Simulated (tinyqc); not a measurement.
## Capacitance measurement on a leaky thin oxide: effects of series resistance and leakage: readings against frequency

The device is a capacitance C in parallel with a leakage conductance G, in series with Rs and Ls. An impedance meter reports either a parallel pair (Cp, Gp) from Y = 1/Z = Gp + i w Cp or a series pair (Cs, Rm) from Z = Rm + 1/(i w Cs); w = 2 pi f, dissipation D = Gp/(w |Cp|).

EOT = 3.9 tox/eox; CET = EOT + zc + zp; C = 3.9 eps0 A/CET; G = Jg A/Vs. Z = Rs + i w Ls + 1/(G + i w C); CET read from Cp = 3.9 eps0 A/Cp; errors under 0.001 % are printed as 0.

Inputs (values chosen for the exercise); values of the order met in thin-oxide MOS capacitors:

| symbol | value | unit | meaning |
|---|---|---|---|
| eox | 9.2 |  | relative permittivity of the gate insulator (close to aluminium oxide) |
| tox | 9 | nm | insulator thickness |
| A | 100 | um^2 | gate area |
| zc | 0.29 | nm | oxide-equivalent thickness added by the accumulation layer |
| zp | 0 | nm | oxide-equivalent thickness added by gate depletion |
| Jg | 0.0054 | A/cm^2 | gate leakage current density, not matched to the thickness |
| Vs | 0.41 | V | voltage for an e-fold rise of the leakage |
| Rs | 37 | ohm | series resistance |
| Ls | 0 | nH | series inductance |

Constants: eps0 = 8.8541878128e-14 F/cm where lengths are in cm. Results are converted to the units shown.

The same in every row: C (pF) = 0.8412.

Result of one run:
```
f (Hz)  Cp (pF)  Cs (pF)         D  error of Cp (%)  error of Cs (%)  CET read from Cp (nm)
3e6      0.8412   0.8412  0.001417                0                0                  4.105
```

What becomes of these results when the measuring frequency f is changed from 3e6 to 1e7 Hz, all else the same?

Result of the changed run:
```
f (Hz)  Cp (pF)  Cs (pF)         D  error of Cp (%)  error of Cs (%)  CET read from Cp (nm)
1e7      0.8412   0.8412  0.002205                0                0                  4.105
```

The whole series:
```
f (Hz)  Cp (pF)  Cs (pF)         D  error of Cp (%)  error of Cs (%)  CET read from Cp (nm)
1000     0.8412    6.065     2.492                0              621                  4.105
3000     0.8412    1.422    0.8307                0             69.0                  4.105
10000    0.8412   0.8934    0.2492                0             6.21                  4.105
30000    0.8412   0.8470   0.08307                0            0.690                  4.105
1e5      0.8412   0.8417   0.02494                0           0.0621                  4.105
3e5      0.8412   0.8412  0.008365                0          6.90e-3                  4.105
1e6      0.8412   0.8412  0.002688                0                0                  4.105
3e6      0.8412   0.8412  0.001417                0                0                  4.105
1e7      0.8412   0.8412  0.002205                0                0                  4.105
3e7      0.8411   0.8412  0.005950         -3.54e-3                0                  4.105
```

D goes from 2.49 through a minimum of 0.00142 (at f = 3e6 Hz among the rows listed) to 0.00595; without inductance its minimum lies at f = sqrt(G (1 + G Rs)/Rs)/(2 pi C) = 3.57e6 Hz. The error of Cp goes from 0 to -0.00354 % and that of Cs from 621 to 0 %; at low frequency Cp tends to C/(1 + G Rs)^2 and Cs grows as 1 + (G/(w C))^2. One of the two readings is within 2 % of C for f = 1000, 3000, 10000, 30000, 1e5, 3e5, 1e6, 3e6, 1e7, 3e7 Hz. For f = 1000 D exceeds 1, where the accuracy of real meters degrades in proportion to sqrt(1 + D^2).

Computed by the program tinyqc: `OMP_NUM_THREADS=1 python tinyqc.py 2022113 2022114 out.jsonl`, one thread of a shared Intel Xeon 2.30GHz, about 0.01 s for the whole run.
